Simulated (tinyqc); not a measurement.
Inside a calculation. Model: signal and retention of a DRAM cell.

tinyqc, about 0.01 s, one thread, Intel Xeon 2.30GHz (shared host): `OMP_NUM_THREADS=1 python tinyqc.py 2130049 2130050 out.jsonl` Printed values are rounded.

A stored one starts at Vd and leaks: Cs dV/dt = -I(V), I = a sqrt((V + Vb)/(Vd + Vb)) + b, with a = Ig exp[-(Eg1 q/kB)(1/T - 1/T0)] (generation in a depletion layer) and b = Is exp[-(Es q/kB)(1/T - 1/T0)]. The bit line is precharged to Vd/2, and charge sharing gives the signal (V - Vd/2) Cs/(Cs + Cb).

Parameters, values chosen for the exercise: array voltage Vd = 1.1 V; cell capacitance Cs = 16 fF; bit-line capacitance Cb = 95 fF; smallest signal that the sense amplifier resolves dm = 57 mV; built-in plus back-bias voltage of the storage junction Vb = 1.66 V; junction leakage at V = Vd and T0 Ig = 2.7 fA; voltage-independent leakage at T0 Is = 1.4 fA; activation energy of Is Es = 0.32 eV; reference temperature T0 = 358 K; temperature T = 358 K; deviation of ln(retention time) over the cells sg = 0.83; cells Nc = 8.59e9; refresh interval tr = 64 ms; activation energy of Ig Eg1 = 0.59 eV.

Constants: q = 1.602176634e-19 C, kB = 1.380649e-23 J/K. Results are converted to the units shown.

Range of the model: Real arrays also hold a tail of unusually leaky cells and cells whose retention varies in time, which this model lacks.

## Signal and margin

The cell fails below Vc = Vd/2 + dm (Cs + Cb)/Cs.

transfer ratio = 0.144144
signal of a fresh one = 79.2793 mV
Vc = 0.945438 V
charge that may be lost = 2.473 fC
the same in electrons = 15435.3

## Retention time

With s = sqrt((Vc + Vb)/(Vd + Vb)), the time from Vd to Vc is t = [2 Cs (Vd + Vb)/a] [1 - s - (b/a) ln((a + b)/(a s + b))].

a = 2.7 fA
b = 1.4 fA
retention time = 0.608856 s
estimate with the current held at a + b = 0.603171 s

The constant-current estimate is 0.93 % below the true time, since the junction leaks less as V falls.

## Failing cells

This time is the median of a log-normal spread: failing cells = Nc erfc(z/sqrt 2)/2, z = ln(t/tr)/sg. One failure is expected at the interval where that count equals 1.

z = 2.71409
failing cells = 2.85434e7
interval for one failure = 3.16159 ms

The weakest cell of the array lies about 6.34 deviations out, a factor of 193 below the median; the chosen interval is longer than that time.
